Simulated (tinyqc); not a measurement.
Exponent and activation energy from three stresses.

Question. Oxide breakdown follows t63 = a V^(-n) exp(Ea q/(kB T)). Find n, Ea and the E-model slope gamma = n/E (cm/MV) at the higher voltage, E = V/tox.

Values chosen for this exercise:
```
symbol,value,unit,meaning
tox,7,nm,oxide thickness
```

Constants: q = 1.602176634e-19 C, kB = 1.380649e-23 J/K. Results are converted to the units shown.

t63 at (6.08 V, 373 K), (8.6 V, 373 K) and (8.6 V, 398 K) (s): 16989.108  0.038270390  0.0057492845

Answer. The two voltages give n and the two temperatures Ea.

n = 37.50
Ea = 0.9700 eV
gamma = 3.052 cm/MV

tinyqc, about 0.01 s, one thread, Intel Xeon 2.30GHz (shared host): `OMP_NUM_THREADS=1 python tinyqc.py 2070018 2070019 out.jsonl`
